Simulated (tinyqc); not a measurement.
Worked calculation: MP2 on RHF in the sto-3g basis, for H2, spin multiplicity 1. One step of it, computed by the program tinyqc.

Question. Iteration 2 (converged): orbitals. Diagonalise F' = X^T F X, C = X C', fill 1 alpha and 1 beta electrons from the bottom; D = 2 C_occ C_occ^T. Each column has its largest component positive (the first on a tie).

converged F (hartree):
```
,1H 1s,2H 1s
1H 1s,-0.346999,-0.577851
2H 1s,-0.577851,-0.346999
```

X:
```
,1H 1s,2H 1s
1H 1s,1.221372,-0.439950
2H 1s,-0.439950,1.221372
```

Give: F' = X^T F X; orbital energies; coefficients C; D after iteration 2.

Answer.

F' = X^T F X (hartree):
```
,1,2
1,0.036,-0.601
2,-0.601,0.036
```

orbital energies (hartree): MO1 -0.565, MO2 0.637

coefficients C:
```
,MO1,MO2
1H 1s,0.553,1.175
2H 1s,0.553,-1.175
```

D after iteration 2:
```
,1H 1s,2H 1s
1H 1s,0.611,0.611
2H 1s,0.611,0.611
```
